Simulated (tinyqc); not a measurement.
Floating body of a partially depleted SOI transistor: body voltage and kink: two steps of the calculation.

Source at 0 V. Channel current Ic = 2 nf K Vt^2 [F(0) - F(Vd)](1 + la Vd), F(V) = ln^2(1 + exp((Vg - VT - nf V)/(2 nf Vt))), VT = VT0 - gb Vb. Saturation voltage Vs = 2 Vt sqrt(F(0)) + 3 Vt, excess Ve = (Vd - Vs + sqrt((Vd - Vs)^2 + 0.0004 V^2))/2, multiplication M1 = Ai Ve exp(-Bl/Ve). Each junction passes D(v) = J1 (exp(v/Vt) - 1) + J2 (exp(v/(2 Vt)) - 1). Bipolar current Ib = bb J1 (exp(Vb/Vt) - 1). The body settles where M1 (Ic + Ib) = D(Vb) + D(Vb - Vd) + Vb/Rb; drain current Id = (1 + M1)(Ic + Ib) - D(Vb - Vd).

Values chosen for this exercise; values of the order met in partially depleted silicon-on-insulator transistors:
```
symbol,value,unit,meaning
T,330,K,temperature
VT0,0.49,V,threshold at zero body voltage
gb,0.23,,fall of the threshold per volt of body voltage
nf,1.37,,slope factor
K,160,uA/(V^2 um),gain factor per width
la,0.08,1/V,channel-length modulation factor
Ai,3.61,1/V,impact-ionisation prefactor
Bl,8.2,V,impact-ionisation voltage
J1,2.7e-11,uA/um,diffusion saturation current of each junction
J2,5.7e-8,uA/um,recombination saturation current of each junction
bb,1,,gain of the lateral bipolar transistor on the diffusion current
Rb,1e9,kohm um,"resistance of a weak body tie to the source (1e9 stands for no tie, and the term is then dropped)"
Vg,0.7,V,gate voltage
Vd,1.2,V,drain voltage
```

Constants: q = 1.602176634e-19 C, kB = 1.380649e-23 J/K, Vt = kB T/q. Results are converted to the units shown.

Question 1. New Vb. Current into the body I_in = M1 (Ic + Ib) - D(Vb - Vd), current out I_out = D(Vb) + Vb/Rb; f = ln(I_in/I_out), s = df/dVb by central differences over 1e-5 V, Vb(new) = Vb - f/s.

Vb after iteration 1 = 0.50944439 V

Find: Ic; Ve; M1; I_in; I_out; f; s; Vb after iteration 2.

Answer 1.

Ic = 6.899 uA/um
Ve = 0.8751 V
M1 = 2.693e-4
I_in = 0.001859 uA/um
I_out = 0.002070 uA/um
f = -0.1079
s = -31.98 1/V
Vb after iteration 2 = 0.5061 V

Question 2. Drain current with floating and with grounded body. Id and VT at the converged Vb, Id at Vb = 0, their ratio, and the bipolar share Ib/(Ic + Ib).

converged Vb = 0.50606194 V

Wanted: VT; Id, floating; Id, grounded; ratio; bipolar share.

Answer 2.

VT = 0.37361 V
Id, floating = 6.8705 uA/um
Id, grounded = 2.9629 uA/um
ratio = 2.3189
bipolar share = 0.021043 %

The body rises to 0.506 V and lowers the threshold by 116 mV.

Range of the model: The multiplication law is an empirical form chosen for the exercise; self-heating and capacitive coupling to the body are left out, and the linear laws are rough once Vb passes about 0.7 V or M1 about 0.1.

Computed by the program tinyqc: `OMP_NUM_THREADS=1 python tinyqc.py 2182111 2182112 out.jsonl`, one thread of a shared Intel Xeon 2.30GHz, about 0.2 s for the whole run.
